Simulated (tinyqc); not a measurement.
# Floating body of a partially depleted SOI transistor: body voltage and kink, step by step

tinyqc, about 0.2 s, one thread, Intel Xeon 2.30GHz (shared host): `OMP_NUM_THREADS=1 python tinyqc.py 2182022 2182023 out.jsonl` Printed values are rounded.

Source at 0 V. Channel current Ic = 2 nf K Vt^2 [F(0) - F(Vd)](1 + la Vd), F(V) = ln^2(1 + exp((Vg - VT - nf V)/(2 nf Vt))), VT = VT0 - gb Vb. Saturation voltage Vs = 2 Vt sqrt(F(0)) + 3 Vt, excess Ve = (Vd - Vs + sqrt((Vd - Vs)^2 + 0.0004 V^2))/2, multiplication M1 = Ai Ve exp(-Bl/Ve). Each junction passes D(v) = J1 (exp(v/Vt) - 1) + J2 (exp(v/(2 Vt)) - 1). Bipolar current Ib = bb J1 (exp(Vb/Vt) - 1). The body settles where M1 (Ic + Ib) = D(Vb) + D(Vb - Vd) + Vb/Rb; drain current Id = (1 + M1)(Ic + Ib) - D(Vb - Vd).

Inputs (values chosen for the exercise); values of the order met in partially depleted silicon-on-insulator transistors:
- T = 330 K (temperature)
- VT0 = 0.36 V (threshold at zero body voltage)
- gb = 0.15 (fall of the threshold per volt of body voltage)
- nf = 1.44 (slope factor)
- K = 460 uA/(V^2 um) (gain factor per width)
- la = 0.03 1/V (channel-length modulation factor)
- Ai = 1.53 1/V (impact-ionisation prefactor)
- Bl = 4.8 V (impact-ionisation voltage)
- J1 = 9.2e-11 uA/um (diffusion saturation current of each junction)
- J2 = 2.6e-8 uA/um (recombination saturation current of each junction)
- bb = 0 (gain of the lateral bipolar transistor on the diffusion current)
- Rb = 1e9 kohm um (resistance of a weak body tie to the source (1e9 stands for no tie, and the term is then dropped))
- Vg = 0.5 V (gate voltage)
- Vd = 1.2 V (drain voltage)

Constants: q = 1.602176634e-19 C, kB = 1.380649e-23 J/K, Vt = kB T/q. Results are converted to the units shown.

Range of the model: The multiplication law is an empirical form chosen for the exercise; self-heating and capacitive coupling to the body are left out, and the linear laws are rough once Vb passes about 0.7 V or M1 about 0.1.

## Starting value

Vb = 0.69 V.

Vb at the start = 0.69 V

## Iteration 1: new Vb

Current into the body I_in = M1 (Ic + Ib) - D(Vb - Vd), current out I_out = D(Vb) + Vb/Rb; f = ln(I_in/I_out), s = df/dVb by central differences over 1e-5 V, Vb(new) = Vb - f/s.

Ic = 10.1432 uA/um
Ve = 0.942861 V
M1 = 0.00887551
I_in = 0.0900257 uA/um
I_out = 3.17809 uA/um
f = -3.56394
s = -34.6258 1/V
Vb after iteration 1 = 0.587073 V

## Iteration 2: new Vb

As before.

Ic = 8.98087 uA/um
Ve = 0.953010 V
M1 = 0.00947085
I_in = 0.0850565 uA/um
I_out = 0.0858251 uA/um
f = -0.00899599
s = -34.4118 1/V
Vb after iteration 2 = 0.586811 V

## Iteration 3: new Vb

As before.

Ic = 8.97802 uA/um
Ve = 0.953035 V
M1 = 0.00947239
I_in = 0.0850434 uA/um
I_out = 0.0850434 uA/um
f = -1.23518e-7
s = -34.4109 1/V
Vb after iteration 3 = 0.586811 V

## Course of the iteration

Stop when the step is below 1e-10 V, or after 40 iterations.

Course of the iteration:

| iteration | Vb before the step (V) | step (V) |
|---|---|---|
| 1 | 0.69 | -0.103 |
| 2 | 0.587073 | -2.61e-4 |
| 3 | 0.586811 | -3.59e-9 |
| 4 | 0.586811 | 0 |

Converged in 4 iterations.

## Drain current with floating and with grounded body

converged Vb = 0.586811 V

Id and VT at the converged Vb, Id at Vb = 0, their ratio, and the bipolar share Ib/(Ic + Ib).

VT = 0.271978 V
Id, floating = 9.06307 uA/um
Id, grounded = 3.95666 uA/um
ratio = 2.29058
bipolar share = 0.00000 %

The body rises to 0.587 V and lowers the threshold by 88.0 mV.
